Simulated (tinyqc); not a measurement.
Two regimes over temperature: microkinetic model of low-temperature epitaxy from hydride gases: adsorption, hydrogen desorption and rate control. Computed by tinyqc, a small Python program. Command: `OMP_NUM_THREADS=1 python tinyqc.py 3030947 3030948 out.jsonl hepi walk`. One thread of a shared host (Intel(R) Xeon(R) Processor @ 2.30GHz), about 0.01 s of CPU time with the checks.

Each hydride molecule needs two free sites and leaves four hydrogen atoms, of which two leave at once as H2; theta is the hydrogen coverage, the site density is 6.78 per nm^2 and one layer is 1.358 angstrom thick.

Inputs (values chosen for the exercise, close to those used for silane and germane, with second-order desorption as on Si(111) but the site density of Si(001)):
```
quantity                                           value  unit
silane pressure p_S                                 0.75    Pa
sticking prefactor of silane s0                      0.1     -
adsorption barrier E_s                              0.18    eV
desorption prefactor nu_d                        3.1e+12   1/s
desorption energy on silicon E_d                    2.13    eV
hydrogen carrier pressure p_H                        260    Pa
sticking of hydrogen s_H                         7.1e-08     -
germane pressure p_G                               0.047    Pa
sticking ratio of germane to silane r_G              2.7     -
lowering of E_d per unit germanium fraction, dE     0.57    eV
```

Film: silicon-germanium. Order of hydrogen desorption: second.

Constants: k_B = 8.617333262e-05 eV/K; u = 1.6605390666e-27 kg; k_B = 1.380649e-23 J/K.

Method:
- Flux per site F = p/(sqrt(2 pi M k_B T) x 6.78e18 per m^2), M = 32.12 u (silane), 76.63 u (germane), 2.016 u (hydrogen); s = s0 exp(-E_s/(k_B T)); k_S = s F_S, k_G = r_G s F_G; germanium fraction x = k_G/(k_S + k_G); k = k_S + k_G; k_H = s_H F_H; k_d = nu_d exp(-(E_d - dE x)/(k_B T)).
- With k the hydride and k_H the hydrogen adsorption rate on free pairs and k_d the desorption rate, steady state: 2 (k + k_H)(1 - theta)^2 = k_d theta^2; growth rate R = k (1 - theta)^2 layers/s; 1 layer/s = 8.148 nm/min.
- Temperatures in kelvin are T(C) + 273.15.
- Limits: desorption-limited R = k_d k/(2 (k + k_H)), adsorption-limited R = k.

Growth:
```
T (C)    theta  G (nm/min)  desorption limit (nm/min)  adsorption limit (nm/min)
400    0.99327  3.6422e-03                 3.6917e-03                      80.48
450    0.97909  4.2070e-02                 4.3886e-02                      96.23
500    0.94510  3.3812e-01                 3.7854e-01                     112.18
550    0.87717  1.9330e+00                 2.5122e+00                     128.11
600    0.76602  7.8749e+00                 1.3420e+01                     143.84
650    0.62008  2.2986e+01                 5.9781e+01                     159.25
700    0.46622  4.9639e+01                 2.2837e+02                     174.22
750    0.33181  8.4251e+01                 7.6522e+02                     188.70
800    0.22924  1.2038e+02                 2.2907e+03                     202.64
850    0.15709  1.5347e+02                 6.2193e+03                     216.01
```

What follows from these numbers?

The apparent activation energy of G is 2.05 eV between the first rows and 0.50 eV between the last; full hydrogen cover gives a value near the desorption energy (plus E_s where k_H far exceeds k), a bare surface one near E_s less k_B T/2 from the flux. The coverage passes one half between 650 and 700 C, the knee of the Arrhenius plot.

Extremes, crossings and ranges named in words are read from the listed rows.
